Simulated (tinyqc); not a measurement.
# Off-state leakage of single and stacked transistors, step by step

Computed by the program tinyqc: `OMP_NUM_THREADS=1 python tinyqc.py 2242042 2242043 out.jsonl`, one thread of a shared Intel Xeon 2.30GHz, about 0.03 s for the whole run. Printed values are rounded.

n-channel devices of unit width. Subthreshold current I(Vg, Vs, Vd) = I0 (T/300 K)^0.5 exp[(Vg - Vs - VT(T) - gb (Vs - Vb) + dd (Vd - Vs))/(nf Vt)] (1 - exp(-(Vd - Vs)/Vt)), VT(T) = VT - cT (T - 300 K). Gate-edge tunnelling Ig (Vd/1 V) exp(ag (Vd - 1 V)), for a gate at 0 V, and band-to-band leakage Ab u exp(-Bb/u), u = Vd - Vb + 1 V, flow at a drain held at V; both are taken as independent of T. In a stack of off transistors (all gates at 0 V) the same subthreshold current passes through each.

Inputs (values chosen for the exercise); values of the order met in bulk silicon logic transistors:
- T = 378 K (temperature)
- V = 0.9 V (supply voltage)
- VT = 0.46 V (threshold at 300 K, zero drain and body bias)
- cT = 0.7 mV/K (fall of the threshold with temperature)
- I0 = 0.79 uA/um (current at threshold at 300 K)
- nf = 1.46 (slope factor)
- dd = 0.16 (drain-induced lowering per volt)
- gb = 0.09 (rise of the threshold per volt of source-body bias)
- Ig = 4e-6 uA/um (gate-edge tunnelling current at 1 V)
- ag = 4.4 1/V (exponential slope of the gate current)
- Ab = 2 uA/(um V) (prefactor of band-to-band leakage at the drain)
- Bb = 29 V (its exponential voltage)
- Vb = -0.6 V (body voltage)

Constants: q = 1.602176634e-19 C, kB = 1.380649e-23 J/K, Vt = kB T/q. Results are converted to the units shown.

## Leakage of one transistor

Vg = Vs = 0, Vd = V; effective threshold VT(T) - gb Vb - dd V.

effective threshold = 0.3154 V
parts (nA/um): subthreshold 1.16835, gate edge 0.00231853, band-to-band 0.0458304
total = 1.21650 nA/um
shares (%): subthreshold 96.0420, gate edge 0.190590, band-to-band 3.76740

The subthreshold part is the largest.

## Starting value

Vx = dd V/(1 + gb + 2 dd), the solution for Vx well above Vt, rounded to three decimals.

Vx at the start = 0.102 V

## Iteration 1: new Vx

Stack of two, Vx the node between them: I_low = I(0, 0, Vx), I_up = I(0, Vx, V), f = ln(I_up/I_low), f' = -(1 + gb + 2 dd)/(nf Vt) - 1/(Vt (exp(Vx/Vt) - 1)) - 1/(Vt (exp((V - Vx)/Vt) - 1)), Vx(new) = Vx - f/f'.

I_low = 0.0762450 nA/um
I_up = 0.0800279 nA/um
f = 0.0484242
f' = -31.0499 1/V
Vx after iteration 1 = 0.103560 V

## Iteration 2: new Vx

As before.

I_low = 0.0768096 nA/um
I_up = 0.0768138 nA/um
f = 5.37718e-5
f' = -30.9815 1/V
Vx after iteration 2 = 0.103561 V

## Course of the iteration

Stop when the step is below 1e-11 V, or after 40 iterations.

Course of the iteration:
```
iteration  Vx before the step (V)  step (V)
1                           0.102   1.56e-3
2                        0.103560   1.74e-6
3                        0.103561  2.08e-12
```

Converged in 3 iterations. The subthreshold current of the stack is 0.07681 nA/um, 15.2 times less than that of one transistor (the drain leakage is unchanged); the estimate exp[dd V (1 + gb + dd)/((1 + gb + 2 dd) nf Vt)] gives 14.6.
